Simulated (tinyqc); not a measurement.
## Threshold-voltage variability of a planar MOSFET, analytic estimates: effect of the oxide-equivalent thickness in inversion

Three independent sources add in quadrature: random dopants in the depleted layer, metal-gate grains of two orientations, and roughness of the two gate edges acting through the roll-off VT = VT(long) - Vr exp(-L/l). These are first-order estimates: no three-dimensional electrostatics, no percolation.

ni = sqrt(Nc Nv) exp(-Eg/(2 Vt)), Eg in volts; Cox = 3.9 eps0/ti; Wd = sqrt(4 eps0 eps_r Vt ln(Na/ni)/(q Na)); dopants: s1 = (q/Cox) sqrt(Na Wd/(3 L W)). Grains: Ng = L W/G^2 (at least 1), s2 = dW sqrt(p (1 - p)/Ng). Edges, with exponential correlation and u = W/La: the mean gate length has sL^2 = 2 De^2 (2/u)[1 - (1 - exp(-u))/u]; s3 = sL (Vr/l) exp(-L/l). s = sqrt(s1^2 + s2^2 + s3^2). l and Vr are held fixed.

Parameters, values chosen for the exercise; material values close to those of silicon:
```
symbol,value,unit,meaning
T,325,K,temperature
Eg,1.12,eV,band gap
eps_r,11.6,,relative permittivity of the semiconductor
Nc,3.2e19,cm^-3,conduction-band density of states at T
Nv,2.94e19,cm^-3,valence-band density of states at T
Na,7.3e17,cm^-3,channel doping
L,20,nm,gate length
W,82,nm,gate width
G,5,nm,metal grain size
dW,0.2,eV,work-function difference of the two grain orientations
p,0.3,,share of the orientation of higher work function
De,1.8,nm,rms roughness of one gate edge
La,30,nm,correlation length of the roughness
l,4,nm,decay length of the threshold roll-off
Vr,2.8,V,prefactor of the roll-off
```

Constants: q = 1.602176634e-19 C, kB = 1.380649e-23 J/K, Vt = kB T/q, eps0 = 8.8541878128e-14 F/cm where lengths are in cm. Results are converted to the units shown.

The same in every row: s2 (mV) = 11.32; s3 (mV) = 8.330.

Effect of the oxide-equivalent thickness in inversion:
```
ti (nm)  s1 (mV)  s (mV)  s sqrt(L W) (mV um)
0.8        9.042   16.71               0.6767
1.2        13.56   19.53               0.7909
1.6        18.08   22.90               0.9274
2          22.60   26.62                1.078
2.4        27.13   30.55                1.237
2.8        31.65   34.63                1.402
3.2        36.17   38.80                1.571
```

Read the table: what changes, and by how much?

As ti goes from 0.8 to 3.2 nm, s rises from 16.7 to 38.8 mV. The largest source is the grains in the first row and the dopants in the last. s1 goes on average as ti^(1.00). In every row the depletion depth exceeds L, so source and drain share much of the charge and s1 is rough.

Program tinyqc, `OMP_NUM_THREADS=1 python tinyqc.py 2090142 2090143 out.jsonl`; Intel Xeon 2.30GHz, shared host, one thread, about 0.02 s.
